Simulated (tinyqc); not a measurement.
Resistance of a tapered via with liner, size effect and interface: one step of the calculation.

A round via whose diameter grows from db at the bottom as D(z) = db + 2 z/tan(ang). The fill, of diameter D - 2 tl, starts above the bottom liner (thickness fb tl) and has rho = rho0 (1 + ks lam/(D - 2 tl)); the sidewall liner conducts in parallel with it. The bottom liner and the interface are crossed over the full area pi db^2/4. Spreading in the lines above and below is left out.

Question. Total resistance. R_fill = sum of the slices; R_bottom = rl fb tl/(pi db^2/4); R_interface = ri/(pi db^2/4); ballistic (Sharvin) limit 1/(Sb pi (db - 2 tl)^2/4); ideal cylinder rho0 hv/(pi db^2/4).

Inputs (values chosen for the exercise); fill metal close to copper: diameter at the bottom db = 53 nm; height hv = 140 nm; bulk resistivity of the fill rho0 = 1.64 uohm cm; liner on the sidewall tl = 2.2 nm; liner at the bottom over that on the sidewall fb = 0.7; resistivity of the liner rl = 290 uohm cm; interface resistivity at the bottom ri = 7e-12 ohm cm^2; ballistic conductance per area, about 3/(4 rho0 lam) Sb = 1.1e15 S/m^2.

```
slice,slice resistance (ohm)
0,0.34846149
1,0.32516617
2,0.30404653
3,0.28484641
4,0.26734563
5,0.25135413
6,0.23670728
```

Wanted: parts; R; shares; ballistic limit; ideal cylinder.

Answer.

parts (ohm): fill 2.0179, bottom liner 2.0243, interface 0.31729
R = 4.3595 ohm
shares (%): fill 46.288, bottom liner 46.434, interface 7.278
ballistic limit = 0.49006 ohm
ideal cylinder = 1.0407 ohm

The bottom liner is the largest part, and R is 4.19 times the ideal cylinder. With 2000 slices R = 4.3600 ohm.

tinyqc, about 0.01 s, one thread, Intel Xeon 2.30GHz (shared host): `OMP_NUM_THREADS=1 python tinyqc.py 2750116 2750117 out.jsonl`
